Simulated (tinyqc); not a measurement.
## Series resistance and length offset from two lengths at two overdrives

Inverse problem. In strong inversion R W = Rsd + k(x)(L - dL), k(x) = (1 + th1 x)/(mu0 Cox x), x the overdrive, Cox = eps0 eox/tox, with Rsd and dL independent of x. Find dL, Rsd, mu0 and th1.

Inputs (values chosen for the exercise): relative permittivity of the gate insulator (close to zirconium oxide) eox = 25.5; insulator thickness tox = 9.3 nm.

Constants: eps0 = 8.8541878128e-14 F/cm where lengths are in cm. Results are converted to the units shown.

total resistance times width (ohm um):

|  | L = 0.072 um | L = 0.5 um |
|---|---|---|
| overdrive 0.51 V | 455.742749 | 2414.26299 |
| overdrive 1.04 V | 306.270048 | 1337.62629 |

Solution. At each overdrive R W is a straight line in L; the two lines cross at L = dL, R W = Rsd. Their slopes give k x = (1 + th1 x)/(mu0 Cox), a straight line in x.

dL = 0.00300 um
Rsd = 140 ohm um
mu0 = 190 cm^2/(V s)
th1 = 0.150 1/V

Numbers from tinyqc (`OMP_NUM_THREADS=1 python tinyqc.py 2210082 2210083 out.jsonl`; about 0.01 s on one thread of a shared Intel Xeon 2.30GHz).
